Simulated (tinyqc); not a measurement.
The size of the error: propagation of a band-gap error through k.p and effective-mass formulas.

Chain, for a gap E (the reference Eg or another value), with Ep and Dso kept: 1/me = 1 + Ep (E + 2 Dso/3)/(E (E + Dso)); g* = 2 - 2 Ep Dso/(3 E (E + Dso)); g1(E) = g1 + (Ep/3)(1/E - 1/Eg), g2(E) = g2 + (Ep/6)(1/E - 1/Eg), light hole 1/(g1 + 2 g2), heavy hole 1/(g1 - 2 g2) along [100]; optical constant ei(E) = 1 + (ei - 1)(EP/(EP + E - Eg))^2, static e0(E) = ei(E) + e0 - ei.

Donor: R = Ry me/e0^2, a_B = a0 e0/me, Mott density (0.26/a_B)^3. Nc, Nv = 2 (m kT/(4 pi c))^(3/2), c = hbar^2/2m0, ni = sqrt(Nc Nv) exp(-E/2kT). Exciton: Ry mu/e0^2 with 1/mu = 1/me + g1(E). 1 angstrom^-3 = 1e24 cm^-3.

Constants: Ry = 13.60569312 eV; a0 (Bohr radius) = 0.5291772105 angstrom; kB = 8.617333262e-05 eV/K; hbar^2/2m0 = 3.80998211 eV angstrom^2.

Inputs chosen for the exercise (reference values near those of ZnSe, gap at low temperature; shifted at random, so the results belong to these values and not to a real crystal):

| symbol | value | unit | meaning |
|---|---|---|---|
| Eg | 2.789 | eV | gap at Gamma to the s-like level |
| Dso | 0.395 | eV | spin-orbit splitting |
| Ep | 24.6 | eV | Kane energy |
| g1 | 3.78 |  | Luttinger gamma1 |
| g2 | 1.24 |  | gamma2 |
| e0 | 8.75 |  | static dielectric constant |
| ei | 5.81 |  | optical dielectric constant |
| EP | 7.2 | eV | mean (Penn) gap |
| mh | 0.55 | m0 | density-of-states mass of the holes |
| T | 77 | K | temperature |

E = f Eg; ratios against f = 1.

Results:

| f | E (eV) | me ratio | light-hole ratio | e0 ratio | donor ratio | Mott ratio | g* | log10 ni ratio |
|---|---|---|---|---|---|---|---|---|
| 0.25 | 0.697 | 0.295 | 0.262 | 1.542 | 0.124 | 0.00701 | -6.506 | 68.06 |
| 0.40 | 1.116 | 0.448 | 0.415 | 1.383 | 0.234 | 0.0339 | -1.844 | 54.50 |
| 0.60 | 1.673 | 0.640 | 0.615 | 1.220 | 0.430 | 0.145 | 0.128 | 36.36 |
| 0.80 | 2.231 | 0.824 | 0.810 | 1.096 | 0.686 | 0.425 | 0.894 | 18.19 |
| 1.00 | 2.789 | 1.000 | 1.000 | 1.000 | 1.000 | 1.00 | 1.271 | 0.00 |
| 1.20 | 3.347 | 1.169 | 1.186 | 0.924 | 1.369 | 2.02 | 1.483 | -18.20 |
| 1.50 | 4.184 | 1.409 | 1.456 | 0.836 | 2.016 | 4.79 | 1.662 | -45.52 |
| 2.00 | 5.578 | 1.780 | 1.886 | 0.736 | 3.286 | 14.1 | 1.806 | -91.08 |

Between f = 0.8 and 1.2 the mean powers d ln(ratio)/d ln f are 0.86 for me, 0.94 for the light hole, -0.42 for e0, 1.71 for the donor energy and 3.85 for the Mott density; ni moves by -3.26 decades per 0.1 eV, against -0.1 eV/(2 kT ln 10) = -3.27 from the exponential alone, the rest coming from Nc through me^(3/4). g* changes sign between f = 0.40 and 0.60; the place of this zero hangs on remote bands, which are left out.

(tinyqc, `OMP_NUM_THREADS=1 python tinyqc.py 1880906 1880907 out.jsonl`, Intel(R) Xeon(R) Processor @ 2.30GHz, 1 thread, shared host, about 0.01 s.)
